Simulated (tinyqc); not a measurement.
# From stability limit B_sf of the antiparallel state back to in-plane anisotropy K

Model: two coupled magnetic layers: synthetic antiferromagnet, spin flop, exchange bias and magnetoresistance. Computed by tinyqc, a small Python program. Command: `OMP_NUM_THREADS=1 python tinyqc.py 3018328 3018329 out.jsonl saf inv`. One thread of a shared host (Intel(R) Xeon(R) Processor @ 2.30GHz), about 0.3 s of CPU time with the checks.

Moments lie in the plane at the angles p1, p2 from the field. Energy per area: E = J1 cos(p1 - p2) + J2 cos^2(p1 - p2) - B M_s (t1 cos p1 + t2 cos p2) + K (t1 sin^2 p1 + t2 sin^2 p2).

Inputs (values chosen for the exercise, for a model stack): saturation magnetisation M_s = 1450 kA/m; thickness t1 = 1.9 nm; thickness t2 = 1.9 nm; antiferromagnetic coupling J1 = 0.14 mJ/m^2; biquadratic coupling J2 = 0 mJ/m^2.

Field direction: along the easy axis.

Method. With p1 = 0, p2 = 180 degrees and c2 = J1 - 2 J2 the Hessian is [[c2 + t1 (2K + b), -c2], [-c2, c2 + t2 (2K - b)]], b = B M_s; its determinant vanishes at the positive root of t1 t2 b^2 - c2 (t1 - t2) b - [2K c2 (t1 + t2) + 4 K^2 t1 t2] = 0.

Task: A run gave the result below. Find the in-plane anisotropy K, known to lie between 0.85 and 1.6 kJ/m^3.

stability limit B_sf of the antiparallel state = 12.65936 mT

Result:

Each step takes the trial c = (a f_b - b f_a)/(f_b - f_a), f being the result less the target and a, b, c the logarithms of the listed values; c replaces end b, the old b replaces a if the sign of f changed, and otherwise f_a is halved.

Scan of the range:
```
in-plane anisotropy K (kJ/m^3)  stability limit B_sf of the antiparallel state (mT)
0.850                                                                       10.9787
0.945                                                                       11.5833
1.050                                                                       12.2185
1.170                                                                       12.9081
1.300                                                                       13.6182
1.440                                                                       14.3461
1.600                                                                       15.1382
```

False position (Illinois rule, in the logarithm of the input) inside the bracket:
```
step    end a    end b    trial  stability limit B_sf of the antiparallel state (mT)
1     1.05000  1.17000  1.12521                                              12.6549
2     1.17000  1.12521  1.12599                                              12.6593
3     1.17000  1.12599  1.12601                                              12.6594
4     1.12599  1.12601  1.12600                                              12.6594
```

Stability limit B_sf of the antiparallel state rises at every point of a 13-point scan of the range (every second point is shown), so one value fits; it is bracketed by 1.05 and 1.17. Answer: in-plane anisotropy K = 1.126 kJ/m^3.
